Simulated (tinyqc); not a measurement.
Inside a calculation. Method: MP2 on RHF in the sto-6g basis, for H3+, spin multiplicity 1. One step of it, computed by the program tinyqc.

Problem. Iteration 1: diagonalisation and new density. Diagonalise F' = X^T F X, C = X C', fill 1 alpha and 1 beta electrons from the bottom; D = 2 C_occ C_occ^T. Each column has its largest component positive (the first on a tie).

Fock matrix F (hartree):
```
           1H 1s      2H 1s      3H 1s
1H 1s  -0.634242  -0.559788  -0.489753
2H 1s  -0.559788  -0.571712  -0.369673
3H 1s  -0.489753  -0.369673  -0.552724
```

X:
```
           1H 1s      2H 1s      3H 1s
1H 1s   1.108514  -0.208581  -0.168610
2H 1s  -0.208581   1.077610  -0.079503
3H 1s  -0.168610  -0.079503   1.057928
```

Give: F' = X^T F X; orbital energies; coefficients C; D after iteration 1.

Solution.

F' = X^T F X (hartree):
```
         1        2        3
1  -0.4040  -0.3383  -0.2743
2  -0.3383  -0.3962  -0.1567
3  -0.2743  -0.1567  -0.4184
```

orbital energies (hartree): MO1 -0.9252, MO2 -0.2582, MO3 -0.0353

coefficients C:
```
          MO1      MO2      MO3
1H 1s  0.5045  -0.1527   1.0114
2H 1s  0.4328  -0.6734  -0.7551
3H 1s  0.3985   0.9112  -0.4060
```

D after iteration 1:
```
        1H 1s   2H 1s   3H 1s
1H 1s  0.5090  0.4367  0.4020
2H 1s  0.4367  0.3747  0.3449
3H 1s  0.4020  0.3449  0.3175
```
